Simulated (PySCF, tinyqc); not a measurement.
Inside a calculation. Method: CIS and TDHF on RHF in the sto-3g basis, frozen core, for BeH+, spin multiplicity 1. The lowest restricted solution is unstable here: a spin-polarised one lies 0.0122 hartree lower (PySCF). One step of it, computed by the program tinyqc.

Task: CIS matrix, triplets. A(ia,jb) = (e_a - e_i) d_ij d_ab - (ij|ab).

orbital energies (hartree): MO1 -4.985200, MO2 -0.635993, MO3 -0.250820, MO4 -0.120324, MO5 -0.120324, MO6 0.076775

Two-electron integrals over orbitals (pq|rs), unique and non-zero (hartree); the lowest 1 orbital is frozen and left out:
```
p,q,r,s,(pq|rs)
2,2,2,2,0.444451
3,2,2,2,-0.063839
3,2,3,2,0.069971
3,3,2,2,0.329855
3,3,3,2,0.029693
3,3,3,3,0.416818
4,2,4,2,0.046570
4,3,4,2,0.035446
4,3,4,3,0.047381
4,4,2,2,0.346130
4,4,3,2,0.045387
4,4,3,3,0.376880
4,4,4,4,0.449859
5,2,5,2,0.046570
5,3,5,2,0.035446
5,3,5,3,0.047381
5,4,5,4,0.024249
5,5,2,2,0.346130
5,5,3,2,0.045387
5,5,3,3,0.376880
5,5,4,4,0.401360
5,5,5,5,0.449859
6,2,2,2,0.014249
6,2,3,2,-0.057471
6,2,3,3,-0.002490
6,2,4,4,-0.069761
6,2,5,5,-0.069761
6,2,6,2,0.115146
6,3,2,2,-0.056792
6,3,3,2,0.066866
6,3,3,3,0.046649
6,3,4,4,0.040879
6,3,5,5,0.040879
6,3,6,2,-0.062292
6,3,6,3,0.083902
6,4,4,2,-0.024259
6,4,4,3,-0.006365
6,4,6,4,0.021661
6,5,5,2,-0.024259
6,5,5,3,-0.006365
6,5,6,5,0.021661
6,6,2,2,0.451057
6,6,3,2,-0.067761
6,6,3,3,0.358626
6,6,4,4,0.349708
6,6,5,5,0.349708
6,6,6,2,0.037994
6,6,6,3,-0.058819
6,6,6,6,0.485999
```

Give: CIS matrix A, triplet.

Result:

CIS matrix A, triplet (hartree):
```
,2>3,2>4,2>5,2>6
2>3,0.0553,0.0000,0.0000,0.0568
2>4,0.0000,0.1695,0.0000,0.0000
2>5,0.0000,0.0000,0.1695,0.0000
2>6,0.0568,0.0000,0.0000,0.2617
```
